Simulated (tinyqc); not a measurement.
Propagation of a band-gap error through k.p and effective-mass formulas: one step. Binding energies and densities for both gaps. Two cases, with inputs chosen for the exercise.

Problem. Use the values of the table.

Donor: R = Ry me/e0^2, a_B = a0 e0/me, Mott density (0.26/a_B)^3. Nc, Nv = 2 (m kT/(4 pi c))^(3/2), c = hbar^2/2m0, ni = sqrt(Nc Nv) exp(-E/2kT). Exciton: Ry mu/e0^2 with 1/mu = 1/me + g1(E). 1 angstrom^-3 = 1e24 cm^-3.

Constants: Ry = 13.60569312 eV; a0 (Bohr radius) = 0.5291772105 angstrom; kB = 8.617333262e-05 eV/K; hbar^2/2m0 = 3.80998211 eV angstrom^2.

Give: a table of quantity, at Eg, at Eg2, ratio.

Case 1.

Values chosen (reference values near those of GaAs, gap at low temperature; shifted at random, so the results belong to these values and not to a real crystal): mh = 0.53 m0 (density-of-states mass of the holes); T = 300 K (temperature); Eg = 1.508 eV (gap at Gamma to the s-like level); Eg2 = 1.252 eV (a wrong gap, of the size a hybrid functional can give).

Band values at the two gaps:
```
quantity         at Eg     at Eg2    ratio
me           0.0588156  0.0498191  0.84704
g*          -0.0802979  -0.909090        -
g1             6.99000    8.15157  1.16618
g2             2.07000    2.65079  1.28057
light hole   0.0898473  0.0743321  0.82732
heavy hole    0.350877   0.350877  1.00000
ei             10.7400    11.7748  1.09635
e0             12.8100    13.8448  1.08078
```

Solution.

Results:
```
quantity                  at Eg     at Eg2  ratio
R (meV)                   4.877      3.536  0.725
a_B (angstrom)            115.3      147.1   1.28
Mott density (cm^-3)  1.148e+16  5.526e+15  0.481
Nc (cm^-3)            3.579e+17  2.790e+17  0.780
ni (cm^-3)            4.011e+05  5.006e+07    125
exciton (meV)             3.456      2.515  0.728
```

Power laws carry the error on: the donor energy (me/e0^2) by a factor of 0.725, the Mott density (cube of me/e0) by 0.481. ni, with its exponential, changes by a factor of 125, that is 2.1 decades.

Case 2.

Values chosen (reference values near those of GaAs, gap at low temperature; shifted at random, so the results belong to these values and not to a real crystal): mh = 0.57 m0 (density-of-states mass of the holes); T = 77 K (temperature); Eg = 1.514 eV (gap at Gamma to the s-like level); Eg2 = 0.787 eV (a wrong gap, of the size a semi-local functional can give).

Band values at the two gaps:
```
quantity         at Eg     at Eg2    ratio
me           0.0597235  0.0333234  0.55796
g*          -0.0658501   -4.53106        -
g1             6.96000    12.1259  1.74223
g2             2.06000    4.64295  2.25386
light hole   0.0902527  0.0467032  0.51747
heavy hole    0.352113   0.352113  1.00000
ei             10.9300    14.4541  1.32242
e0             13.1100    16.6341  1.26881
```

Solution.

Results:
```
quantity                  at Eg     at Eg2     ratio
R (meV)                   4.728      1.639     0.347
a_B (angstrom)            116.2      264.1      2.27
Mott density (cm^-3)  1.121e+16  9.536e+14    0.0850
Nc (cm^-3)            4.763e+16  1.985e+16     0.417
ni (cm^-3)            7.341e-33  2.933e-09  4.00e+23
exciton (meV)             3.340      1.167     0.349
```

Power laws carry the error on: the donor energy (me/e0^2) by a factor of 0.347, the Mott density (cube of me/e0) by 0.0850. ni, with its exponential, changes by a factor of 4.00e+23, that is 23.6 decades.

Computed by tinyqc, one run a case: `OMP_NUM_THREADS=1 python tinyqc.py N N+1 out.jsonl` with N = 1880025, 1880046; one thread of a shared Intel(R) Xeon(R) Processor @ 2.30GHz, about 0.01 s a run at most.
